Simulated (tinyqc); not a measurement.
Via and link resistance from two via chains.

Question. A chain of 5000 vias joined by 5000 metal links has R = 5000 (Rv + Rlink), with Rlink proportional to the link length. Find Rv, Rlink for length L, and the value of Rv that the short chain would give if the links were ignored.

resistance of chains of 5000 links with link lengths L and 3 L (ohm): [2.025e5, 2.175e5]

Answer. R per link is a straight line in the link length; its intercept at zero length is Rv.

Rv = 39.0 ohm
Rlink = 1.50 ohm
Rv without correction = 40.5 ohm

Computed by the program tinyqc: `OMP_NUM_THREADS=1 python tinyqc.py 2750133 2750134 out.jsonl`, one thread of a shared Intel Xeon 2.30GHz, about 0.01 s for the whole run.
